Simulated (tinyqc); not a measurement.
On-chip power grid, static voltage drop by conjugate gradients: two steps of the calculation.

A grid of 3 rows and 4 columns, node k = 4 row + column. Neighbours in a row are joined by Rx, in a column by Ry; pad nodes, which reach the supply through Rp: 0. Each node draws I0, node 8 draws kh I0. The drops u = Vdd - V solve G u = i, with G the conductance matrix (1/Rp added on the diagonal at pad nodes).

Values chosen for this exercise:
```
symbol  value  unit                                   meaning
Rx       0.12   ohm        resistance of a horizontal segment
Ry       0.94   ohm          resistance of a vertical segment
Rp       0.17   ohm  resistance from a pad node to the supply
I0        1.2    mA          load current of an ordinary node
kh          8              factor on the load at the hot node
```

Problem 1. Diagonal of G, loads and first direction. G_kk = sum of the conductances at node k. Start u = 0, so the residual is r = i; p = r.

Find: G_kk; r at the start; p at the start.

Solution 1.

G_kk (S):
```
       col 0  col 1  col 2  col 3
row 0  15.28  17.73  17.73  9.397
row 1  10.46  18.79  18.79  10.46
row 2  9.397  17.73  17.73  9.397
```

r at the start (mA):
```
       col 0  col 1  col 2  col 3
row 0  1.200  1.200  1.200  1.200
row 1  1.200  1.200  1.200  1.200
row 2  9.600  1.200  1.200  1.200
```

p at the start (mA):
```
       col 0  col 1  col 2  col 3
row 0  1.200  1.200  1.200  1.200
row 1  1.200  1.200  1.200  1.200
row 2  9.600  1.200  1.200  1.200
```

Problem 2. Conjugate-gradient step. q = G p; a = (r.r)/(p.q); u(new) = u + a p; r(new) = r - a q; b = (r.r)(new)/(r.r); p(new) = r(new) + b p.

u after iteration 1 (mV):
```
           col 0      col 1      col 2      col 3
row 0  0.1929909  0.1929909  0.1929909  0.1929909
row 1  0.1929909  0.1929909  0.1929909  0.1929909
row 2  1.5439268  0.1929909  0.1929909  0.1929909
```

r after iteration 1 (mA):
```
           col 0      col 1     col 2     col 3
row 0   0.064760   1.200000  1.200000  1.200000
row 1   2.637166   1.200000  1.200000  1.200000
row 2  -3.094966  12.457800  1.200000  1.200000
```

p after iteration 1 (mA):
```
           col 0      col 1     col 2     col 3
row 0   2.100920   3.236160  3.236160  3.236160
row 1   4.673326   3.236160  3.236160  3.236160
row 2  13.194317  14.493960  3.236160  3.236160
```

Wanted: q; a; u after iteration 2; r after iteration 2; b; p after iteration 2.

Solution 2.

q (mA S):
```
       col 0  col 1  col 2  col 3
row 0    0.2    9.5    0.0    0.0
row 1    5.6  -24.0    0.0    0.0
row 2   -1.8  116.6  -93.8    0.0
```

a = 0.1364 ohm

u after iteration 2 (mV):
```
       col 0  col 1  col 2  col 3
row 0  0.480  0.634  0.634  0.634
row 1  0.831  0.634  0.634  0.634
row 2  3.344  2.170  0.634  0.634
```

r after iteration 2 (mA):
```
       col 0  col 1  col 2  col 3
row 0   0.04  -0.09   1.20   1.20
row 1   1.87   4.47   1.20   1.20
row 2  -2.85  -3.45  14.00   1.20
```

b = 1.346

p after iteration 2 (mA):
```
       col 0  col 1  col 2  col 3
row 0   2.87   4.27   5.56   5.56
row 1   8.16   8.82   5.56   5.56
row 2  14.91  16.06  18.36   5.56
```

Computed by the program tinyqc: `OMP_NUM_THREADS=1 python tinyqc.py 2770119 2770120 out.jsonl`, one thread of a shared Intel Xeon 2.30GHz, about 0.09 s for the whole run.
